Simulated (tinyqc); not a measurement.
# Changing the composition x for the local step

Model: interdiffusion in a binary couple: Darken equations, Kirkendall shift and Boltzmann-Matano analysis. Computed by tinyqc, a small Python program. Command: `OMP_NUM_THREADS=1 python tinyqc.py 3017432 3017433 out.jsonl darken sweep`. One thread of a shared host (Intel(R) Xeon(R) Processor @ 2.30GHz), about 0.2 s of CPU time with the checks.

x is the mole fraction of B; the molar volume is constant, and the two halves are long enough to count as infinite.

Inputs (values chosen for the exercise, for a model alloy A-B):
```
quantity,value,unit
tracer diffusivity D*_A(0),6.4e-13,m^2/s
tracer diffusivity D*_B(0),2.9e-13,m^2/s
slope k of ln D* with x,-0.2,-
regular-solution parameter W,0.06,eV
temperature T,1150,K
left composition x_L,0.19,-
right composition x_R,0.66,-
time t,79000,s
```

Vacancy-wind correction: none.

Constants: k_B = 8.617333262e-05 eV/K.

Method:
- D*_i(x) = D*_i(0) exp(k x); thermodynamic factor Phi = 1 - 2 W x (1 - x)/(k_B T); intrinsic D_i = D*_i Phi; interdiffusion D~ = x D_A + (1 - x) D_B.
- With lambda = z/sqrt(t), the profile solves d/dlambda (D~ dx/dlambda) + (lambda/2) dx/dlambda = 0 with x = x_L and x_R far to the left and right; z = 0 is the original interface. It is solved as a boundary-value problem in y = lambda/sqrt(D~ at the mean composition) on -12 < y < 12 (collocation, tolerance 1e-8).
- Read from the profile: the position z(x), the area -int_(x_L)^x z dx and the slope.
- D~(x) = area/(2 t slope), with z counted from the original interface (the Matano plane); 1 um^2 = 1e-12 m^2.

One run for each value:
```
composition x for the local step,interdiffusion coefficient D~ at the local x (m^2/s),thermodynamic factor Phi,position z(x) (um),D~ from the profile (m^2/s)
0.21,2.7853e-13,0.79911,-362.58,2.7853e-13
0.27,2.7734e-13,0.76133,-202.35,2.7734e-13
0.33,2.7797e-13,0.73227,-114.62,2.7797e-13
0.39,2.8085e-13,0.71193,-43.35,2.8085e-13
0.46,2.8763e-13,0.69921,35.60,2.8763e-13
0.52,2.9681e-13,0.69776,109.16,2.9681e-13
0.58,3.0951e-13,0.70502,202.46,3.0951e-13
0.64,3.2607e-13,0.72101,378.19,3.2607e-13
```

Over the rows, interdiffusion coefficient D~ at the local x (m^2/s) goes from 2.79e-13 through a minimum among these rows, 2.77e-13 at 0.270, to 3.26e-13; thermodynamic factor Phi goes from 0.799 through a minimum among these rows, 0.698 at 0.520, to 0.721; position z(x) (um) rises from -363 to 378. D~ read back from the profile reproduces the local D~.

Extremes, crossings and ranges named in words are read from the listed rows.
